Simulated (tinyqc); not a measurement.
Inside a calculation. Model: two-diode model of a solar cell.

Computed by the program tinyqc: `OMP_NUM_THREADS=1 python tinyqc.py 2280106 2280107 out.jsonl`, one thread of a shared Intel Xeon 2.30GHz, about 0.01 s for the whole run. Printed values are rounded.

J is the current delivered and Vj = V + J Rs the junction voltage. J = X JL - J01 (exp(Vj/(n1 Vt)) - 1) - J02 (exp(Vj/(2 Vt)) - 1) - Vj/Rp. The photocurrent does not depend on voltage.

Parameters, values chosen for the exercise; values of the order met in cells of a lead-halide perovskite:

| symbol | value | unit | meaning |
|---|---|---|---|
| T | 300 | K | temperature |
| JL | 20 | mA/cm^2 | photocurrent at one sun |
| X | 1 | suns | concentration |
| J01 | 5.1e-21 | A/cm^2 | saturation current of the first diode |
| n1 | 1 |  | ideality factor of the first diode |
| Rs | 0.59 | ohm cm^2 | series resistance |
| Rp | 200 | ohm cm^2 | shunt resistance |
| Pin | 100 | mW/cm^2 | incident power at one sun |
| J02 | 5.4e-11 | A/cm^2 | saturation current of the second diode (ideality 2) |

Constants: q = 1.602176634e-19 C, kB = 1.380649e-23 J/K, Vt = kB T/q. Results are converted to the units shown.

## Starting value

Vj = 0.9 V.

Vj at the start = 0.9 V

## Iteration 1: new Vj

Maximum power: dP/dVj = f = J (1 + 2 Rs G) - G Vj = 0. G = -dJ/dVj = J01 exp(Vj/(n1 Vt))/(n1 Vt) + J02 exp(Vj/(2 Vt))/(2 Vt) + 1/Rp. H = dG/dVj; f' = -2 G - 2 Rs G^2 + (2 Rs J - Vj) H; Vj(new) = Vj - f/f'.

J = 13.53417 mA/cm^2
G = 0.04315074 S/cm^2
H = 0.7428903 S/(cm^2 V)
f = -24.61236 mA/cm^2
f' = -0.7452357 S/cm^2
Vj after iteration 1 = 0.8669737 V

## Iteration 2: new Vj

As before.

J = 14.62895 mA/cm^2
G = 0.02507691 S/cm^2
H = 0.3897045 S/(cm^2 V)
f = -6.679190 mA/cm^2
f' = -0.3820323 S/cm^2
Vj after iteration 2 = 0.8494904 V

## Course of the iteration

Stop when the step is below 1e-10 V, or after 60 iterations.

Course of the iteration:
```
iteration  Vj before the step (V)   step (V)
1                             0.9    -0.0330
2                       0.8669737    -0.0175
3                       0.8494904   -3.86e-3
4                       0.8456315   -1.55e-4
5                       0.8454767   -2.37e-7
6                       0.8454765  -5.52e-13
```

Converged in 6 iterations.

## Figures of merit

Jsc at V = 0, Voc at J = 0, the maximum power point where J (1 + 2 Rs G) = G Vj with G = -dJ/dVj; FF = Vmp Jmp/(Voc Jsc); efficiency Vmp Jmp/(X Pin). Empirical fill factor without parasitics FF0 = (v - ln(v + 0.72))/(v + 1), v = Voc/(n1 Vt).

Jsc = 19.94117 mA/cm^2
Voc = 1.003875 V
Vmp = 0.8365738 V
Jmp = 15.08933 mA/cm^2
FF = 0.6305853
efficiency = 12.62334 %
FF0 = 0.8825655

FF is 29 % below FF0. Removing one loss at a time changes the efficiency by: shunt +3.61, second diode +1.93, series resistance +0.13 points.
